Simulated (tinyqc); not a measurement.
Inside a calculation. Model: thermoelectric coefficients of a parabolic band, Landauer integrals.

Program tinyqc, `OMP_NUM_THREADS=1 python tinyqc.py 2800107 2800108 out.jsonl`; Intel Xeon 2.30GHz, shared host, one thread, about 0.1 s. Printed values are rounded.

Bulk parabolic band, x = (E - Ec)/kB T, C = hbar^2/(2 m0), kB T in eV. Modes per area gv m kB T x/(4 pi C) times the back-scattering length l0 x^rr give the transport function s0 X(x), s0 = (2 q^2/h) gv m kB T l0/(4 pi C), X = x^(1 + rr). I_k = int X (x - eta)^k w dx, w = 1/(4 cosh^2((x - eta)/2)).

Inputs (values chosen for the exercise): temperature T = 700 K; mass of one valley m = 0.55 m0; valleys gv = 3; back-scattering length at x = 1 l0 = 1.8 nm; energy exponent of that length rr = 2; lattice thermal conductivity kL = 1.7 W/(m K); reduced Fermi level (EF - Ec)/kB T eta = 0.6; lower end of the grid xa = 0; upper end of the grid xe = 13; points of the grid nE = 17.

Constants: q = 1.602176634e-19 C, kB = 1.380649e-23 J/K, hbar = 1.054571817e-34 J s, h = 6.62607015e-34 J s, m0 = 9.1093837015e-31 kg, Vt = kB T/q, hbar^2/(2 m0) = 0.0380998212 eV nm^2. Results are converted to the units shown.

Range of the model: Parabolic bands, elastic scattering and a fixed kL make these model figures, not those of a material.

## The three integrals on a coarse grid

Simpson's rule on nE equally spaced points from xa to xe.

```
point        x         X           w         X w
0       0.0000         0    0.228784           0
1       0.8125  0.536377    0.247199    0.132592
2       1.6250   4.29102    0.194330    0.833872
3       2.4375   14.4822    0.118483     1.71589
4       3.2500   34.3281   0.0616345     2.11580
5       4.0625   67.0471   0.0294742     1.97616
6       4.8750   115.857   0.0135329     1.56789
7       5.6875   183.977  0.00609791     1.12188
8       6.5000   274.625  0.00272450    0.748215
9       7.3125   391.019  0.00121267    0.474177
10      8.1250   536.377  5.38847e-4    0.289025
11      8.9375   713.918  2.39255e-4    0.170809
12      9.7500   926.859  1.06197e-4   0.0984299
13     10.5625   1178.42  4.71303e-5   0.0555393
14     11.3750   1471.82  2.09150e-5   0.0307831
15     12.1875   1810.27  9.28121e-6   0.0168015
16     13.0000      2197  4.11855e-6  0.00904846
```

I_0, I_1, I_2 on this grid: 9.21712  34.2411  161.624

Converged values are 9.2348, 34.391 and 163.76; the grid is 0.19 % below the first and 1.3 % below the last.

## Coefficients of the electrons

converged I_0, I_1, I_2: 9.23479  34.3907  163.764

sigma = s0 I_0, S = -(kB/q) I_1/I_0, Lorenz number L = (kB/q)^2 [I_2/I_0 - (I_1/I_0)^2], kappa_e = L sigma T.

s0 = 289.927 S/cm
sigma = 2677.42 S/cm
S = -320.913 uV/K
L = 2.86998 x 1e-8 V^2/K^2
kappa_e = 5.37890 W/(m K)

L is 17 % above the Sommerfeld value (pi^2/3)(kB/q)^2 = 2.443e-8 V^2/K^2. The non-degenerate form -(kB/q)(2 + rr - eta) gives -293 uV/K, 8.7 % below S in size.

## Power factor and figure of merit

Power factor S^2 sigma, ZT = S^2 sigma T/(kappa_e + kL).

power factor = 27.5735 mW/(m K^2)
ZT = 2.72661
electronic share of kappa = 75.9850 %
